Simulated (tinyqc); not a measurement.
Active against total: solid solubility of a dopant against its melt (retrograde solidus), clustering and the electrically active fraction. Computed by tinyqc, a small Python program. Command: `OMP_NUM_THREADS=1 python tinyqc.py 3005024 3005025 out.jsonl retro walk`. One thread of a shared host (Intel(R) Xeon(R) Processor @ 2.30GHz), about 0.01 s of CPU time with the checks.

Inputs (values chosen for the exercise, of the order of those of copper in silicon for the solubility):
```
quantity                                      value            unit
atoms per cluster m                               4               -
cluster scale N* at 1273 K                    2e+20          1/cm^3
activation energy E_b of the cluster scale     0.44              eV
anneal temperature T_a                         1150               K
prefactor of n_i                            3.9e+16  1/(cm^3 K^1.5)
energy E_i in n_i                             0.607              eV
```

Clustering: clusters that take up free electrons.

Constants: k_B = 8.617333262e-05 eV/K.

Method. A highly soluble donor (another dopant than that of the solidus) is limited by clustering. Donors N_a are active, and clusters hold m atoms each: N_t = N_a + m C, m C = N* (N_a/N*)^m (n/N*)^m, each atom taking one electron, n = N_a/2 + sqrt(N_a^2/4 + n_i^2), n_i = prefactor x T^1.5 exp(-E_i/(k_B T)), with N*(T) = N*(1273 K) exp[-(E_b/k_B)(1/T - 1/1273)].

Active density (1/cm^3):
```
N_t (1/cm^3)  N_a at T_a  fraction  N_a at T_a + 150 K  N_a at T_a - 150 K
1.00e+19      1.0000e+19   1.00000          1.0000e+19          1.0000e+19
3.00e+19      2.9999e+19   0.99996          3.0000e+19          2.9893e+19
1.00e+20      9.1930e+19   0.91930          9.9568e+19          6.2274e+19
2.00e+20      1.2209e+20   0.61043          1.6971e+20          7.2515e+19
5.00e+20      1.4746e+20   0.29492          2.2383e+20          8.4069e+19
1.00e+21      1.6427e+20   0.16427          2.5349e+20          9.2680e+19
2.00e+21      1.8104e+20   0.09052          2.8137e+20          1.0164e+20
5.00e+21      2.0437e+20   0.04087          3.1894e+20          1.1439e+20
```

What does the comparison show, and why?

The exponent d ln N_a/d ln N_t falls from 1.00 to 0.13, towards 1/(2m) = 0.125. At the highest dose a 150 K hotter anneal gives 1.56 times the active density, and a later step 150 K cooler would cut it to 0.56 if it ran to equilibrium: short hot anneals come last.

Extremes, crossings and ranges named in words are read from the listed rows.
